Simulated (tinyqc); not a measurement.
## Resonant-tunnelling diode, transfer matrices and Tsu-Esaki current: current against voltage

Emitter (band edge 0), barrier d1, well Lw, barrier d2, collector (edge -V). The bias drops linearly over these layers and none in the contacts; each layer is cut into ns equal slices, flat at the value of their centres. E is the energy of motion across the layers, C = hbar^2/(2 m0), psi and psi'/m are continuous. Transport is coherent, T(E) is taken as independent of the transverse momentum, and charge in the well is ignored.

For the pair (psi, psi'/m) a flat layer has M = [[cos kd, (m/k) sin kd], [-(k/m) sin kd, cos kd]] with k = sqrt(m (E - U)/C) above its edge U, and M = [[cosh Kd, (m/K) sinh Kd], [(K/m) sinh Kd, cosh Kd]] with K = sqrt(m (U - E)/C) below it. Later slices stand to the left. With M acting on (psi, psi'/m) and v = k/m in each lead, T(E) = 4 vL vR/[(vL vR M12 - M21)^2 + (vR M11 + vL M22)^2]. J = J0 times the integral over E > 0 of T(E) N(E), N = ln[(1 + exp((Ef - E)/Vt))/(1 + exp((Ef - V - E)/Vt))], J0 = q^2 mw m0 kB T/(2 pi^2 hbar^3) (times 1e-4 for A/cm^2 per eV). The integral is converged to the digits shown.

Values chosen for this exercise; masses and offsets of a made-up heterostructure:

| symbol | value | unit | meaning |
|---|---|---|---|
| T | 300 | K | temperature |
| mw | 0.058 | m0 | mass in the well, spacer and contacts |
| U1 | 0.27 | eV | barrier height |
| m1 | 0.13 | m0 | barrier mass |
| d1 | 2.7 | nm | emitter barrier |
| Lw | 7.3 | nm | well width |
| d2 | 2.7 | nm | collector barrier |
| ns | 1 |  | slices in each layer |
| Ef | 0.039 | eV | Fermi energy of both contacts above their band edges |

Constants: q = 1.602176634e-19 C, kB = 1.380649e-23 J/K, hbar = 1.054571817e-34 J s, m0 = 9.1093837015e-31 kg, Vt = kB T/q, hbar^2/(2 m0) = 0.0380998212 eV nm^2. Results are converted to the units shown.

Results:
```
V (V)  J (kA/cm^2)
0.009        5.632
0.036        21.40
0.05         27.94
0.064        32.12
0.077        31.87
0.091        16.56
0.105        7.255
0.118        8.548
0.132        10.58
0.145        13.00
0.159        16.29
```

Estimate the missing row, V = 0.023 V.

Computed row:
```
V (V)  J (kA/cm^2)
0.023        14.14
```

With this row back in the table: Among the rows the current peaks at 32.1 kA/cm^2 at V = 0.064 V and falls to 7.26 kA/cm^2 at 0.105 V, a ratio of 4.43. At zero bias the resonance lies at 0.0463 eV and the centre of the well takes the share 0.500 of the bias, so the level should reach the emitter band edge near V = 0.0927 V; beyond that only the tail of the broadened level (width 0.943 meV at zero bias) and off-resonant tunnelling carry current. Without scattering and space charge the valley comes out far lower than in a real diode. The current rises again in the last rows.

Computed by the program tinyqc: `OMP_NUM_THREADS=1 python tinyqc.py 2600012 2600013 out.jsonl`, one thread of a shared Intel Xeon 2.30GHz, about 0.1 s for the whole run.
